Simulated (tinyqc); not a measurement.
# Input admittance of a MOSFET at zero drain bias: distributed channel and distributed gate: input impedance against frequency

Source and drain grounded, strong inversion, w = 2 pi f, Cox = eps0 eox/tox. The channel is an RC line of resistance 1/(mu Cox Vo) per square fed from both ends, so one finger has the intrinsic admittance y = i w Cox L tanh(g)/g per width, g = (1/2) sqrt(i w tau), tau = L^2/(mu Vo). The vertical resistance rv/L is in series with y, the overlaps 2 i w Cov in parallel: y_t = 1/(1/y + rv/L) + 2 i w Cov. The gate strip is a line of Rsh/L per length loaded by y_t, so a finger has Y = y_t Wf tanh(k)/k, k = (Wf/sd) sqrt(y_t Rsh/L); the device has Nf Y.

Low-frequency limits, with c = Cox L and ct = c + 2 Cov: R_strip = Rsh Wf/(3 sd^2 L Nf), R_ch = (c/ct)^2 L/(12 mu Cox Vo Wf Nf), R_vert = (c/ct)^2 rv/(L Wf Nf), C = ct Wf Nf. Z = 1/(Nf Y) = R + 1/(i w C), Q = |Im Z|/R, far-point signal |1/cosh k|.

Values chosen for this exercise; values of the order met in silicon radio-frequency transistors: relative permittivity of the gate insulator (close to silicon dioxide) eox = 3.9; insulator thickness tox = 2.5 nm; channel length L = 0.29 um; finger width Wf = 0.74 um; number of fingers Nf = 1; channel mobility mu = 190 cm^2/(V s); gate overdrive Vo = 0.58 V; sheet resistance of the gate Rsh = 3.8 ohm/square; vertical resistivity of the gate stack rv = 0 ohm um^2; number of ends at which a finger is contacted sd = 2; overlap and fringe capacitance on each side Cov = 0.28 fF/um.

Constants: eps0 = 8.8541878128e-14 F/cm where lengths are in cm. Results are converted to the units shown.

The same in every row: low-frequency R (ohm) = 165.95.

Result of one run:
```
w tau,|k|,R (ohm),C (fF),Q,signal at the far point
1.4385,0.039105,165.67,3.3649,9.5167,0.99992
```

Which frequency f gave this result: 6, 30, 100 or 300 GHz?

f = 30 GHz.

The whole series:
```
f (GHz),w tau,|k|,R (ohm),C (fF),Q,signal at the far point
0.5,0.023975,0.0050725,165.95,3.3786,567.71,1.0000
1,0.047951,0.0071735,165.95,3.3786,283.86,1.0000
3,0.14385,0.012424,165.95,3.3784,94.624,1.0000
6,0.28770,0.017568,165.94,3.3780,47.320,1.0000
10,0.47951,0.022673,165.92,3.3770,28.404,0.99999
30,1.4385,0.039105,165.67,3.3649,9.5167,0.99992
60,2.8770,0.054556,164.81,3.3249,4.8406,0.99970
100,4.7951,0.068417,162.83,3.2356,3.0208,0.99927
300,14.385,0.097853,142.30,2.5270,1.4754,0.99733
```

R falls from 166 to 142 ohm and C falls from 3.38 to 2.53 fF. Q goes as f^(-1.00) between the first two rows and f^(-0.65) between the last two, where w tau = 14.4 and |k| = 0.0979. The low-frequency limits hold both R and C within 5 % up to f = 100 GHz among the rows.

Numbers from tinyqc (`OMP_NUM_THREADS=1 python tinyqc.py 2262016 2262017 out.jsonl`; about 0.01 s on one thread of a shared Intel Xeon 2.30GHz).
